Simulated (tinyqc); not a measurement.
Inside a calculation: sp3s* tight binding. Values are carried at full precision from step to step, so a last printed digit may differ when a step is redone from the rounded ones.

sp3s* tight binding, nearest neighbours only: anion (a) at 0, cation (c) at a/4 (1,1,1), orbitals s, px, py, pz, s* on each; k in units of 2 pi/a. With phases e_j = exp(i (pi/2) k.n_j) for n = (1,1,1), (1,-1,-1), (-1,1,-1), (-1,-1,1): g0 = (e1+e2+e3+e4)/4, g1 = (e1+e2-e3-e4)/4, g2 = (e1-e2+e3-e4)/4, g3 = (e1-e2-e3+e4)/4. The diagonal holds the levels Esa, Epa, Exa (s*) and Esc, Epc, Exc. Anion-cation block: <sa|sc> = Vss g0; <sa|xc> = Vsapc g1; <xa|sc> = -Vscpa g1; <xa|xc> = Vxx g0; <xa|yc> = <ya|xc> = Vxy g3, <xa|zc> = <za|xc> = Vxy g2, <ya|zc> = <za|yc> = Vxy g1; <s*a|xc> = Vxapc g1; <xa|s*c> = -Vpaxc g1; y and z take g2 and g3 in place of g1; s-s* and s*-s* vanish.

Constants: hbar^2/2m0 = 3.80998211 eV angstrom^2.

Inputs chosen for the exercise (near a published set for diamond, fitted to gaps, whose masses and valley positions are rough; the results hold for these values, not for the real material): k = (0.2, 0.36, 0.15) 2 pi/a (wave vector); Esa = -4.547 eV (s level of the anion); Epa = 3.844 eV (p level of the anion); Esc = -4.547 eV (s level of the cation); Epc = 3.844 eV (p level of the cation); Exa = 11.395 eV (s* level of the anion); Exc = 11.395 eV (s* level of the cation); Vss = -22.714 eV (s-s); Vxx = 3.846 eV (px-px); Vxy = 11.694 eV (px-py); Vsapc = 15.233 eV (s anion, p cation); Vscpa = 15.233 eV (s cation, p anion); Vxapc = 8.221 eV (s* anion, p cation); Vpaxc = 8.221 eV (p anion, s* cation); a = 3.569 angstrom (lattice constant).

## Phase sums

Form g0 to g3 at this k.

g0, g1, g2, g3: [0.78082-0.03865i, -0.11896+0.25370i, -0.06091+0.49552i, -0.16100+0.18746i]

## The Hamiltonian without spin-orbit coupling

Fill in the 10 x 10 matrix.

H(k) (eV):
```
                   sa               xa               ya               za              s*a                sc
sa            -4.5470                0                0                0                0  -17.7355+0.8780i
xa                  0           3.8440                0                0                0    1.8122-3.8647i
ya                  0                0           3.8440                0                0    0.9278-7.5483i
za                  0                0                0           3.8440                0    2.4526-2.8555i
s*a                 0                0                0                0          11.3950                 0
sc   -17.7355-0.8780i   1.8122+3.8647i   0.9278+7.5483i   2.4526+2.8555i                0           -4.5470
xc    -1.8122-3.8647i   3.0030+0.1487i  -1.8828-2.1921i  -0.7123-5.7946i  -0.9780-2.0857i                 0
yc    -0.9278-7.5483i  -1.8828-2.1921i   3.0030+0.1487i  -1.3912-2.9668i  -0.5007-4.0737i                 0
zc    -2.4526-2.8555i  -0.7123-5.7946i  -1.3912-2.9668i   3.0030+0.1487i  -1.3236-1.5411i                 0
s*c                 0   0.9780+2.0857i   0.5007+4.0737i   1.3236+1.5411i                0                 0

                  xc               yc               zc             s*c
sa   -1.8122+3.8647i  -0.9278+7.5483i  -2.4526+2.8555i               0
xa    3.0030-0.1487i  -1.8828+2.1921i  -0.7123+5.7946i  0.9780-2.0857i
ya   -1.8828+2.1921i   3.0030-0.1487i  -1.3912+2.9668i  0.5007-4.0737i
za   -0.7123+5.7946i  -1.3912+2.9668i   3.0030-0.1487i  1.3236-1.5411i
s*a  -0.9780+2.0857i  -0.5007+4.0737i  -1.3236+1.5411i               0
sc                 0                0                0               0
xc            3.8440                0                0               0
yc                 0           3.8440                0               0
zc                 0                0           3.8440               0
s*c                0                0                0         11.3950
```

## Levels at this k

Diagonalise H, which belongs to k = (0.2, 0.36, 0.15) (2 pi/a). Four bands are filled (two electrons each); give the make-up of band 5, the lowest empty one.

levels (eV): [-25.1142, -7.6880, -3.2913, -2.2955, 6.6785, 10.0661, 10.9052, 11.7645, 16.1911, 19.5436]

weights of band 5: s 0.049, p 0.476, s* 0.475

weight of band 5 on atom a = 0.500

The vertical gap at this k is 8.9740 eV; band 5 is mostly p-like.

## Levels at Gamma

At k = 0 only g0 = 1 is left and H falls into 2 x 2 blocks [[E_a, V], [V, E_c]] with roots (E_a + E_c)/2 -/+ sqrt(((E_a - E_c)/2)^2 + V^2); the s* levels stay uncoupled. The direct gap runs from the highest lower root of the p blocks to the lowest upper root.

Blocks at Gamma (eV):
```
block            E_a      E_c         V  lower root  upper root
s (Gamma1)   -4.5470  -4.5470  -22.7140    -27.2610     18.1670
p (Gamma15)   3.8440   3.8440    3.8460     -0.0020      7.6900
```

direct gap at Gamma = 7.6920 eV

The lowest empty level at Gamma is p-like.

## Bands near the gap

Diagonalise at L = (1/2,1/2,1/2), X = (1,0,0), W = (1,1/2,0), K = (3/4,3/4,0) and at the fractions named between them; energies from the top of the valence band at Gamma; 4 bands are filled.

Levels (eV):
```
k        level 2  level 3  level 4  level 5  level 6
L        -15.577   -3.924   -3.924    7.615   10.053
L-G 0.5   -8.123   -2.284   -2.284    7.167    9.976
G          0.000    0.000    0.000    7.692    7.692
G-X 0.2   -1.506   -1.296   -1.296    6.779    8.988
G-X 0.4   -4.960   -3.699   -3.699    5.678   11.391
G-X 0.6   -9.071   -5.881   -5.881    5.340   10.754
G-X 0.7  -11.161   -6.719   -6.719    5.514    9.926
G-X 0.8  -13.209   -7.339   -7.339    5.909    9.019
G-X 0.9  -15.185   -7.720   -7.720    6.498    8.105
X        -17.064   -7.848   -7.848    7.246    7.246
W        -17.064   -7.848   -7.848    7.246    7.246
K        -16.111   -8.408   -6.699    6.891    7.849
K-G 0.5   -9.258   -5.292   -2.422    6.819   10.114
```

On these points the lowest empty level is lowest at G-X 0.6, 5.340 eV above the top.

## Valleys and masses

The lowest conduction level at Gamma, at its minimum on (x,0,0) for x from 0.5 to 1, and at the point L (L, and X where the search ends there, need not be minima in this model; a zero or negative inverse mass shows it). Inverse masses m0/m = (E(+h) + E(-h) - 2 E)/(2 c q^2) with c = hbar^2/2m0, q = h 2 pi/a, h = 0.002; longitudinal along the valley axis ([100] at Gamma and Delta, [111] at L), transverse along [010] or [1-10]. A dash: the next level lies within 0.15 eV, so a single mass has no use there.

Valleys:
```
valley  x (2 pi/a)  E - Ev (eV)  m0/m_l  m0/m_t
Gamma       0.0000       7.6920       -       -
Delta       0.5743       5.3322    0.98    0.94
L           0.5000       7.6149   -1.00   -1.77
```

Of these three the lowest is the Delta line, which makes the gap indirect, 5.3322 eV. A negative value marks a point that is no minimum along that axis. At Delta m0/m_t is 0.94. This nearest-neighbour model is fitted to gaps: it places the Delta minimum and the masses at Delta and L only roughly (transverse masses can be several times too heavy), and since its bands are flat from X to W the transverse mass grows too heavy towards X; d orbitals or second neighbours cure this.

## Checks

- Direct gap at Gamma from the blocks against the full matrix: both 7.69200.

Run: tinyqc, `OMP_NUM_THREADS=1 python tinyqc.py 1480951 1480952 out.jsonl`; Intel(R) Xeon(R) Processor @ 2.30GHz, one thread, shared host; about 0.2 s of CPU time with all checks.
